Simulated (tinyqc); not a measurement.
Oxide trap near a transistor channel: two-state multiphonon kinetics, telegraph noise and bias instability: one step, computed by the program tinyqc.

An n-channel device under positive gate bias. The trap is empty (state 1) or holds an electron (state 2); both states are parabolas of equal curvature, and the electron reservoir is taken at the Fermi level of the channel.

Problem. Barriers and time constants. E_21 = E_t - e F x is the energy of state 2 over state 1; barriers E_c = (E_R + E_21)^2/(4 E_R), E_e = E_c - E_21; tau_c = exp(E_c/k_B T)/(k_0 P), tau_e = exp(E_e/k_B T)/(k_0 P), P the tunnelling factor; occupation f_2 = tau_e/(tau_c + tau_e); 1/tau_0 = 1/tau_c + 1/tau_e.

Inputs (values chosen for the exercise, with an insulator like HfO2 on silicon):
```
quantity                                value   unit
trap depth x from the interface          0.35     nm
trap level above E_F at zero field E_t   0.16     eV
relaxation energy E_R                     1.9     eV
oxide field F                             2.6  MV/cm
attempt rate k_0 at the interface       6e+12    1/s
temperature T                             250      K
```

Parts treated: one trap and an ensemble.

tunnelling factor = 0.1375459

Constants: k_B = 8.617333262e-05 eV/K.

Give: E_21; capture barrier E_c; emission barrier E_e; capture time tau_c; emission time tau_e; occupation f_2; tau_0.

Solution.

E_21 = 0.069 eV

capture barrier E_c = 0.5101 eV

emission barrier E_e = 0.4411 eV

capture time tau_c = 0.02329 s

emission time tau_e = 9.465e-04 s

occupation f_2 = 0.03906

tau_0 = 9.095e-04 s

The two times are within a factor 30 of each other, so the trap switches between both states and shows as telegraph noise. Caution: at this temperature nuclear tunnelling through such barriers shortens the times below these classical values.
